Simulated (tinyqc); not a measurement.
Worked calculation: special k points of the bcc lattice. Values are carried at full precision from step to step, so a last printed digit may differ when a step is redone from the rounded ones.

Lattice vectors in units of a: a1 = (-1/2, 1/2, 1/2), a2 = (1/2, -1/2, 1/2), a3 = (1/2, 1/2, -1/2); reciprocal vectors b_i with a_i . b_j = 2 pi delta_ij. Mesh: k = sum_i f_i b_i with f_i = (2 j_i + shift)/(2 N), j_i = 0 .. N-1. The point group of the lattice has 48 operations; only those that map the mesh onto itself are used.

Inputs chosen for the exercise (the lattice of W; shifted at random, so the results belong to these values and not to a real crystal): N = 4 (points along each reciprocal vector); shift = 0 (half steps); D = 1.12 eV (half gap term); t = 0.52 eV (coupling); e0 = 1.39 eV (offset).

## Irreducible points and weights

Join points that an operation carries into one another (modulo reciprocal vectors); list each class by its first point in the order of (j1, j2, ...).

Irreducible points:
```
f1          f2      f3  weight
0.0000  0.0000  0.0000       1
0.0000  0.0000  0.2500      12
0.0000  0.0000  0.5000       6
0.0000  0.2500  0.2500      24
0.2500  0.2500  0.2500       2
0.2500  0.2500  0.7500       6
0.2500  0.5000  0.5000      12
0.5000  0.5000  0.5000       1
```

operations that keep the mesh = 48
irreducible points = 8

The weights add up to 64 = N^3; symmetry saves a factor 8.0.

## Which stars the mesh integrates

A_m(k) = sum over the m-th star of lattice vectors R of cos(k . R), stars in order of length: m = 1: |R|^2 = 0.75, 8 vectors, such as (1, 1, 1) in the basis a_i; m = 2: |R|^2 = 1, 6 vectors, such as (1, 1, 0) in the basis a_i; m = 3: |R|^2 = 2, 12 vectors, such as (2, 1, 1) in the basis a_i; m = 4: |R|^2 = 2.75, 24 vectors, such as (2, 2, 1) in the basis a_i; m = 5: |R|^2 = 3, 8 vectors, such as (2, 2, 2) in the basis a_i; m = 6: |R|^2 = 4, 6 vectors, such as (2, 2, 0) in the basis a_i. The zone mean of every A_m is zero.

Lattice vectors in units of a: a1 = (-1/2, 1/2, 1/2), a2 = (1/2, -1/2, 1/2), a3 = (1/2, 1/2, -1/2); f are fractions of the reciprocal vectors. Evaluate the first six A_m at each irreducible point (k . R = 2 pi sum f_i n_i) and form the weighted means.

A_m at the points:
```
      m=1     m=2     m=3      m=4     m=5     m=6
1   8.000   6.000  12.000   24.000   8.000   6.000
2   4.000   2.000   0.000   -4.000   0.000  -2.000
3   0.000  -2.000  -4.000    0.000   8.000   6.000
4   0.000  -2.000   0.000    0.000   0.000  -2.000
5   0.000  -6.000  12.000    0.000  -8.000   6.000
6   0.000   2.000  -4.000    0.000  -8.000   6.000
7  -4.000   2.000   0.000    4.000   0.000  -2.000
8  -8.000   6.000  12.000  -24.000   8.000   6.000
```

weighted means: m=1 0.000, m=2 0.000, m=3 0.000, m=4 0.000, m=5 0.000, m=6 0.000

All six means vanish: the mesh is exact for functions whose Fourier series ends within these stars.

## A zone average from the irreducible points

Test function, the lower band of a two-band insulator: E(k) = -sqrt(D^2 + (e0 - t A_1(k))^2).

Lattice vectors in units of a: a1 = (-1/2, 1/2, 1/2), a2 = (1/2, -1/2, 1/2), a3 = (1/2, 1/2, -1/2). Evaluate E at each point and take the weighted mean; the reference uses the unshifted mesh with N = 24.

E at the points (eV): -2.9879  -1.3155  -1.7851  -1.7851  -1.7851  -1.7851  -3.6463  -5.6619

weighted mean = -2.1254 eV
reference mean = -2.1192 eV

The error is -6.14 meV with 8 points.

## Checks

- Weighted mean over irreducible points against the plain mean over the whole mesh (eV): both -2.125371.
- Reference mean against a mesh of N = 30 (eV): both -2.1192.

tinyqc: `OMP_NUM_THREADS=1 python tinyqc.py 1681302 1681303 out.jsonl`; about 0.1 s, one thread, shared Intel(R) Xeon(R) Processor @ 2.30GHz.
